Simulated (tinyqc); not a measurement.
UHF in the 3-21g basis, for H2, spin multiplicity 1, step by step. One step of it, computed by the program tinyqc.

Task: Iteration 3: building the Fock matrix. J_ij = sum D_kl (ij|kl) with D = D(alpha) + D(beta), K_ij = sum D_kl (ik|jl) for each spin; F = H + J - K(s); E = tr D H + tr D J / 2 - 0.5 sum_s tr D(s) K(s) + E_nn.

D(alpha) after iteration 2, order 1H 1s, 1H 2s, 2H 1s, 2H 2s:
```
[[0.113786, 0.222740, 0.026730, 0.043806],
 [0.222740, 0.436019, 0.052325, 0.085751],
 [0.026730, 0.052325, 0.006279, 0.010291],
 [0.043806, 0.085751, 0.010291, 0.016864]]
```

D(beta) after iteration 2, order 1H 1s, 1H 2s, 2H 1s, 2H 2s:
```
[[0.006279, 0.010291, 0.026730, 0.052325],
 [0.010291, 0.016864, 0.043806, 0.085751],
 [0.026730, 0.043806, 0.113786, 0.222740],
 [0.052325, 0.085751, 0.222740, 0.436019]]
```

core Hamiltonian H = T + V (hartree), order 1H 1s, 1H 2s, 2H 1s, 2H 2s:
```
[[-0.532973, -0.722958, -0.102887, -0.293502],
 [-0.722958, -0.763215, -0.293502, -0.475090],
 [-0.102887, -0.293502, -0.532973, -0.722958],
 [-0.293502, -0.475090, -0.722958, -0.763215]]
```

Two-electron integrals (ij|kl) in chemists' order, unique and non-zero (hartree):
```
(11|11) 1.140145   (21|11) 0.611403   (21|21) 0.345152   (22|11) 0.626370
(22|21) 0.380329   (22|22) 0.482957   (31|11) 0.024110   (31|21) 0.014691
(31|22) 0.018396   (31|31) 0.001288   (32|11) 0.088302   (32|21) 0.056353
(32|22) 0.080718   (32|31) 0.005532   (32|32) 0.033760   (33|11) 0.361367
(33|21) 0.233099   (33|22) 0.350553   (33|31) 0.024110   (33|32) 0.181564
(33|33) 1.140145   (41|11) 0.181564   (41|21) 0.103823   (41|22) 0.116917
(41|31) 0.005532   (41|32) 0.021392   (41|33) 0.088302   (41|41) 0.033760
(42|11) 0.259007   (42|21) 0.160394   (42|22) 0.214296   (42|31) 0.010882
(42|32) 0.055113   (42|33) 0.259007   (42|41) 0.055113   (42|42) 0.118843
(43|11) 0.233099   (43|21) 0.150047   (43|22) 0.223780   (43|31) 0.014691
(43|32) 0.103823   (43|33) 0.611403   (43|41) 0.056353   (43|42) 0.160394
(43|43) 0.345152   (44|11) 0.350553   (44|21) 0.223780   (44|22) 0.327477
(44|31) 0.018396   (44|32) 0.116917   (44|33) 0.626370   (44|41) 0.080718
(44|42) 0.214296   (44|43) 0.380329   (44|44) 0.482957
```

nuclear repulsion = 0.36145984 hartree

Give: Coulomb J; exchange K(alpha); exchange K(beta); F(alpha); F(beta); total energy of this density.

Result:

Coulomb J (hartree), order 1H 1s, 1H 2s, 2H 1s, 2H 2s:
```
[[1.1596, 0.6932, 0.0421, 0.2267],
 [0.6932, 0.8793, 0.2267, 0.4689],
 [0.0421, 0.2267, 1.1596, 0.6932],
 [0.2267, 0.4689, 0.6932, 0.8793]]
```

exchange K(alpha) (hartree), order 1H 1s, 1H 2s, 2H 1s, 2H 2s:
```
[[0.5898, 0.4994, 0.0998, 0.2292],
 [0.4994, 0.4849, 0.1185, 0.2438],
 [0.0998, 0.1185, 0.0823, 0.1009],
 [0.2292, 0.2438, 0.1009, 0.1620]]
```

exchange K(beta) (hartree), order 1H 1s, 1H 2s, 2H 1s, 2H 2s:
```
[[0.0823, 0.1009, 0.0998, 0.1185],
 [0.1009, 0.1620, 0.2292, 0.2438],
 [0.0998, 0.2292, 0.5898, 0.4994],
 [0.1185, 0.2438, 0.4994, 0.4849]]
```

F(alpha) (hartree), order 1H 1s, 1H 2s, 2H 1s, 2H 2s:
```
[[0.0368, -0.5292, -0.1605, -0.2960],
 [-0.5292, -0.3688, -0.1854, -0.2500],
 [-0.1605, -0.1854, 0.5444, -0.1307],
 [-0.2960, -0.2500, -0.1307, -0.0458]]
```

F(beta) (hartree), order 1H 1s, 1H 2s, 2H 1s, 2H 2s:
```
[[0.5444, -0.1307, -0.1605, -0.1854],
 [-0.1307, -0.0458, -0.2960, -0.2500],
 [-0.1605, -0.2960, 0.0368, -0.5292],
 [-0.1854, -0.2500, -0.5292, -0.3688]]
```

total energy of this density = -1.017721 hartree
